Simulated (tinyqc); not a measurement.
Two-dimensional electron gas with Rashba and Dresselhaus coupling: one step. The two wave vectors at the energy E0 along this direction. Four cases, with inputs chosen for the exercise.

Question. Solve c k^2/m -/+ |B(k)| = E0. The spin turns by (k_outer - k_inner) per length, so a half turn takes pi/(difference).

H = c k^2/m + al (ky sx - kx sy) + b1 (kx sx - ky sy) + gam kx ky (kx sy - ky sx), s the Pauli matrices, x = [100], c = hbar^2/2m0, b1 = gam (pi/L)^2 (hard walls). H = c k^2/m + B.s, so E = c k^2/m -/+ |B| and the lower state has its spin along -B.

Constants: hbar^2/2m0 = 3.80998211 eV angstrom^2.

Give: k; difference; length of a half turn.

Case 1.

Values chosen (of the size met in InGaAs; shifted at random, so the results belong to these values and not to a real crystal): m = 0.0437 m0 (mass); al = 0.3 eV angstrom (Rashba constant); gam = 22.1 eV angstrom^3 (bulk Dresselhaus constant); L = 146 angstrom (width of the (001) well); phi = 0 degrees (angle of k from [100]).

E0 = 54.77992 meV

Answer.

k (1/angstrom): outer 0.026847, inner 0.023404

difference = 0.003443 1/angstrom
length of a half turn = 91.25 nm

For linear terms alone the difference is (m/c)|B|/k, whatever the energy: every electron along this direction turns alike, the basis of the spin transistor.

Case 2.

Values chosen (of the size met in GaN; shifted at random, so the results belong to these values and not to a real crystal): m = 0.2057 m0 (mass); al = 0.0072 eV angstrom (Rashba constant); gam = 0 eV angstrom^3 (bulk Dresselhaus constant); L = 241 angstrom (width of the (001) well); phi = 30 degrees (angle of k from [100]).

E0 = 7.79728 meV

Answer.

k (1/angstrom): outer 0.020713, inner 0.020324

difference = 0.0003887 1/angstrom
length of a half turn = 808.2 nm

For linear terms alone the difference is (m/c)|B|/k, whatever the energy: every electron along this direction turns alike, the basis of the spin transistor.

Case 3.

Values chosen (of the size met in InAs; shifted at random, so the results belong to these values and not to a real crystal): m = 0.0252 m0 (mass); al = 0.43 eV angstrom (Rashba constant); gam = 26.4 eV angstrom^3 (bulk Dresselhaus constant); L = 112 angstrom (width of the (001) well); phi = 160 degrees (angle of k from [100]).

E0 = 83.59589 meV

Answer.

k (1/angstrom): outer 0.024952, inner 0.022163

difference = 0.002789 1/angstrom
length of a half turn = 112.6 nm

For linear terms alone the difference is (m/c)|B|/k, whatever the energy: every electron along this direction turns alike, the basis of the spin transistor. The cubic term makes it depend on density.

Case 4.

Values chosen (of the size met in InAs; shifted at random, so the results belong to these values and not to a real crystal): m = 0.0242 m0 (mass); al = 0.41 eV angstrom (Rashba constant); gam = 31.5 eV angstrom^3 (bulk Dresselhaus constant); L = 246 angstrom (width of the (001) well); phi = 135 degrees (angle of k from [100]).

E0 = 65.28770 meV

Answer.

k (1/angstrom): outer 0.021715, inner 0.019102

difference = 0.002614 1/angstrom
length of a half turn = 120.2 nm

For linear terms alone the difference is (m/c)|B|/k, whatever the energy: every electron along this direction turns alike, the basis of the spin transistor. The cubic term makes it depend on density.

Computed by tinyqc, one run a case: `OMP_NUM_THREADS=1 python tinyqc.py N N+1 out.jsonl` with N = 1451648, 1452152, 1452364, 1452368; one thread of a shared Intel(R) Xeon(R) Processor @ 2.30GHz, about 0.01 s a run at most.
